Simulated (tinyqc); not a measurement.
Strain, valley repopulation and piezoresistance in a many-valley conduction band. Changing the stress X (tension positive). Computed by tinyqc, a small Python program. Command: `OMP_NUM_THREADS=1 python tinyqc.py 3020612 3020613 out.jsonl valleys sweep`. One thread of a shared host (Intel(R) Xeon(R) Processor @ 2.30GHz), about 0.05 s of CPU time with the checks.

Valleys are ellipsoids with mass m_l along the axis a and m_t across it, parabolic, with one constant relaxation time; strain shifts the valleys and leaves the masses alone. Currents are taken along [111], along the load, and along [1-10], across the load.

Inputs (values chosen for the exercise, modelled on germanium):
```
quantity                               value    unit
longitudinal mass m_l                   1.58     m_0
transverse mass m_t                   0.0836     m_0
shear deformation potential Xi_u        16.1      eV
dilation deformation potential Xi_d     -4.5      eV
C11                                      129     GPa
C12                                     48.2     GPa
C44                                     67.2     GPa
electron density n                   3.2e+15  1/cm^3
relaxation time tau                      210      fs
temperature T                             77       K
```

Valley axes: <111> (4 valleys). Load: uniaxial [111].

Constants: k_B = 8.617333262e-05 eV/K; m_0 = 9.1093837015e-31 kg; k_B = 1.380649e-23 J/K; hbar = 1.054571817e-34 J s; e = 1.602176634e-19 C.

Method:
- Compliances S11 = (C11 + C12)/((C11 - C12)(C11 + 2 C12)), S12 = -C12/((C11 - C12)(C11 + 2 C12)), S44 = 1/C44; stress sigma_ij = X n_i n_j for the unit vector n of the load; e_xx = S11 sigma_xx + S12 (sigma_yy + sigma_zz), e_xy = S44 sigma_xy/2 (tensor strain).
- Herring-Vogt shift of a valley with unit axis a: dE = Xi_d tr(e) + Xi_u a.e.a.
- Each of the 4 valleys holds n_v = N_v (2/sqrt(pi)) F_1/2((E_F - dE_v)/(k_B T)), N_v = 2 (m_d k_B T/(2 pi hbar^2))^(3/2), m_d = (m_l m_t^2)^(1/3); E_F solves sum n_v = n and is counted from the unstrained edge.
- F_j(eta) = int_0^infinity x^j/(1 + exp(x - eta)) dx, without a gamma-function factor. It is evaluated after integrating by parts.
- Integrals over x = E/(k_B T) use 160 Gauss-Legendre points in u = sqrt(x) from 0 to sqrt(max(eta, 0) + 32).
- Mobility tensor mu = e tau sum_v (n_v/n) [1/m_t + (1/m_l - 1/m_t) a a^T]; unstrained mu_0 = e tau (1/m_l + 2/m_t)/3; resistivity along d from the inverse tensor, rho_d = d.mu^-1.d/(n e), mobility along d = 1/(d.mu^-1.d); gauge pi_d = (rho_d/rho_0 - 1)/X.

One run for each value; columns: (1) stress X (tension positive) (MPa); (2) mobility along the first direction (cm^2/(V s)); (3) mobility along the second direction (cm^2/(V s)); (4) Fermi level E_F (meV); (5) splitting (highest minus lowest) (meV):
```
(1)       (2)     (3)      (4)     (5)
-2000   233.8  4418.1  -198.41  212.96
-1560   233.8  4418.1  -161.58  166.11
-1110   233.8  4418.1  -123.91  118.19
-667    234.0  4418.0   -86.83   71.02
-222    526.3  4271.8   -50.12   23.64
222    3918.3  2575.8   -43.42   23.64
667    3953.1  2558.4   -53.49   71.02
1110   3953.2  2558.4   -63.58  118.19
1560   3953.2  2558.4   -73.83  166.11
2000   3953.2  2558.4   -83.85  212.96
```

Describe and explain the trends.

Over the rows, mobility along the first direction (cm^2/(V s)) rises from 234 to 3950, flat over part of the range; mobility along the second direction (cm^2/(V s)) falls from 4420 to 2560, flat over part of the range; Fermi level E_F (meV) goes from -198 through a maximum among these rows, -43.4 at 222, to -83.8. The sign of the stress decides which valleys drop; electrons gather there, and each direction then sees the mix of light and heavy mass that those valleys present to it, until the upper valleys are empty.

Extremes, crossings and ranges named in words are read from the listed rows.
